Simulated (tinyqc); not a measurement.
# A spin-degenerate level with charging energy between two leads, rate equations: what changes with what

States 0, up, down and 2 with energies 0, e1 - Ez/2, e1 + Ez/2 and 2 e1 + U. mu_L = +V/2, mu_R = -V/2 (meV), f(x) = 1/(1 + exp(x/kB T)). A transition that adds one electron of given spin at the energy E has the rate G f(E - mu) from each lead, and its reverse G [1 - f(E - mu)]. I counts electrons leaving the left lead, times q.

Parameters, values chosen for the exercise: charging energy of the second electron U = 7.3 meV; level e1 = -1.24 meV; tunnel rate to the left lead GL = 3.9 1/ns; tunnel rate to the right lead GR = 3.3 1/ns; temperature T = 6.4 K; Zeeman splitting Ez = 0 meV.

Constants: q = 1.602176634e-19 C, kB = 1.380649e-23 J/K, Vt = kB T/q. Results are converted to the units shown.

Each table varies one quantity; the others keep the values above.

## Current against bias

Transition energies: 0-up e1 - Ez/2, 0-down e1 + Ez/2, up-2 e1 + U + Ez/2, down-2 e1 + U - Ez/2. dp/dt = W p; W_ji is the rate from state i to j, and each column sums to zero. Steady state: W p = 0 with sum p = 1. I = q GL sum over transitions i-j of [fL p_i - (1 - fL) p_j].

Current against bias:

| V (mV) | I (pA) | I (GL + GR)/(q GL GR) | mean number | p(2) |
|---|---|---|---|---|
| 0.73 | 35.75 | 0.1248 | 0.9441 | 1.03e-5 |
| 2.2 | 135.1 | 0.4718 | 0.8840 | 3.02e-5 |
| 3.67 | 256.9 | 0.8971 | 0.7923 | 1.01e-4 |
| 5.14 | 332.8 | 1.162 | 0.7337 | 3.54e-4 |
| 6.6 | 361.2 | 1.261 | 0.7132 | 1.29e-3 |
| 8.07 | 371.8 | 1.298 | 0.7113 | 4.78e-3 |
| 9.54 | 382.6 | 1.336 | 0.7257 | 0.0173 |
| 11.01 | 409.9 | 1.431 | 0.7758 | 0.0562 |
| 12.48 | 466.8 | 1.630 | 0.8829 | 0.139 |
| 13.95 | 527.1 | 1.841 | 0.9970 | 0.227 |
| 15.41 | 558.2 | 1.949 | 1.056 | 0.272 |
| 16.88 | 568.7 | 1.986 | 1.076 | 0.287 |
| 18.35 | 571.7 | 1.996 | 1.081 | 0.292 |

Read the table: what changes, and by how much?

The scaled current rises from 0.125 to 2.00. A transition enters the bias window when V = 2 |E|: at 2.48, 12.1 mV, each step a few kB T = 0.552 meV wide. With all four transitions inside, the scaled current tends to 2 and the mean number to 2 GL/(GL + GR) = 1.08; the last row has 2.00 and 1.08.

## Effect of unequal tunnel rates

Same model as above.

Here e1 = 1.825 meV, Ez = 0 and V = +/- 10.95 mV, so that only the 0-1 transitions lie in the window.

Effect of unequal tunnel rates:

| GR (1/ns) | I at +V (pA) | I at -V (pA) | \|I(+V)/I(-V)\| | (GL + 2 GR)/(2 GL + GR) |
|---|---|---|---|---|
| 0.16 | 25.119 | -47.323 | 0.53079 | 0.53015 |
| 0.44 | 66.727 | -114.91 | 0.58069 | 0.58010 |
| 1.2 | 166.60 | -237.84 | 0.70045 | 0.70000 |
| 3.3 | 371.38 | -392.57 | 0.94604 | 0.94595 |
| 9 | 669.00 | -513.45 | 1.3029 | 1.3036 |
| 25 | 951.54 | -579.58 | 1.6418 | 1.6433 |
| 68 | 1119.8 | -607.41 | 1.8435 | 1.8456 |

The ratio of the two currents rises from 0.531 to 1.84 and differs from the last column by at most 0.12 %. An empty dot can be filled with either spin but a filled one empties in one way, so I = 2 q G_in G_out/(2 G_in + G_out): the current is larger when the slower junction is the entrance.

Range of the model: Rate equations need hbar G well below kB T; cotunnelling and the Kondo effect are left out.

Computed by the program tinyqc: `OMP_NUM_THREADS=1 python tinyqc.py 2780010 2780011 out.jsonl`, one thread of a shared Intel Xeon 2.30GHz, about 0.01 s for the whole run.
